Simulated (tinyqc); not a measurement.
Franz-Keldysh effect at a direct gap: sweeps and comparisons. A value that a table varies takes the place of the one given here.

Parabolic bands, vertical transitions, no excitons. For each hole band j: mr = me mj/(me + mj); joint density of states J_j(E) = (mr/c)^(3/2) sqrt(E - Eg)/(2 pi^2), both spins, c = hbar^2/2m0; averaged matrix element |e.p|^2 = m0 Ep/6; alpha_j(E) = 4 pi^2 alpha_f c Ep J_j/(3 nr E) in 1/angstrom (alpha_f the fine-structure constant, listed as alpha among the constants), times 1e8 for 1/cm.

In a field Fd (1 kV/cm = 1e-5 V/angstrom) the electro-optic energy of band j is th = (c (e Fd)^2/mr)^(1/3), and sqrt(E - Eg) in J_j is replaced by pi sqrt(th) [Ai'(b)^2 - b Ai(b)^2] with b = (Eg - E)/th; Ai is the Airy function.

Constants: hbar^2/2m0 = 3.80998211 eV angstrom^2; fine-structure constant alpha = 0.007297352564.

Values chosen for the exercise (near those of InGaAs; shifted at random, so the results belong to these values and not to a real crystal):
- Eg = 0.768 eV (direct gap)
- me = 0.0411 m0 (electron mass)
- mhh = 0.441 m0 (heavy-hole mass)
- mlh = 0.0535 m0 (light-hole mass)
- Ep = 23 eV (Kane energy)
- nr = 3.51 (refractive index)
- Fd = 22 kV/cm (uniform field)
- det = 15 meV (detuning below the gap)

## Spectrum around the gap

Absorption (1/cm):
```
E - Eg (eV),alpha(0),alpha(F),change
-0.0425,0,1.350,1
-0.0340,0,5.854,6
-0.0255,0,23.00,23
-0.0170,0,80.56,81
-0.0085,0,247.0,247
0.0000,0,649.2,649
0.0085,2101,1431,-670
0.0170,2939,2584,-354
0.0255,3561,3756,196
0.0340,4068,4414,346
0.0425,4500,4515,15
0.0510,4879,4700,-179
0.0680,5519,5597,78
0.0850,6047,6075,27
```

What can be read from the table?

At the gap alpha(F) = 649 1/cm; 34.0 meV below it 5.85 1/cm remain, the tail falling as exp(-(4/3) b^(3/2)). Among the energies listed the largest rise is 649 1/cm at E - Eg = 0.0 meV and the largest fall -670 1/cm at 8.5 meV. It changes sign between 0.0 and 8.5 meV, between 17.0 and 25.5 meV, between 42.5 and 51.0 meV and between 51.0 and 68.0 meV; th is 17.0 meV for heavy holes and 19.9 meV for light holes.

## Tail absorption against field

At E = Eg - det; the field takes the values listed. The last column is the length for 10 dB of loss.

Results:
```
Fd (kV/cm),th heavy (meV),b heavy,alpha (1/cm),length (micrometre)
10,10.04,1.493,17.8,1.29e+03
20,15.94,0.941,89.8,257
40,25.31,0.593,249,92.3
60,33.17,0.452,385,59.8
100,46.62,0.322,596,38.6
150,61.09,0.246,793,29.0
250,85.88,0.175,1.08e+03,21.4
400,117.48,0.128,1.38e+03,16.7
```

What does this show, and why?

alpha grows by 1.3 decades from 10 to 60 kV/cm and by a factor 1.28 over the last step, where the field grows by 1.6: the exponent (4/3) b^(3/2) goes as 1/Fd, so the gain is steep only while b > 1 (deep in the tail the light-hole pair, with its smaller b, carries most of it), that is up to 10 kV/cm of those listed.

## What moves the tail

At E = Eg - det. Each row changes one parameter from the base and keeps the others.

Results:
```
case,th heavy (meV),alpha (1/cm)
base,16.991,106.2
Fd = 28.6 kV/cm,20.238,160.5
det = 25 meV,16.991,24.84
me = 0.0473 m0,16.282,113.4
mlh = 0.0696 m0,16.991,109.7
Ep = 25.3 eV,16.991,116.8
nr = 3.69,16.991,101.0
```

What does this show?

The largest shifts from the base row, up to three for each result and ties (the steps differ in size, so this ranks the rows, not the parameters). th heavy (meV): Fd +3.248, me -0.708; unchanged at the printed digits by det, mlh, Ep and nr. alpha (1/cm): det -81.4, Fd +54.3, Ep +10.6.

(tinyqc, `OMP_NUM_THREADS=1 python tinyqc.py 1681626 1681627 out.jsonl`, Intel(R) Xeon(R) Processor @ 2.30GHz, 1 thread, shared host, about 0.01 s.)
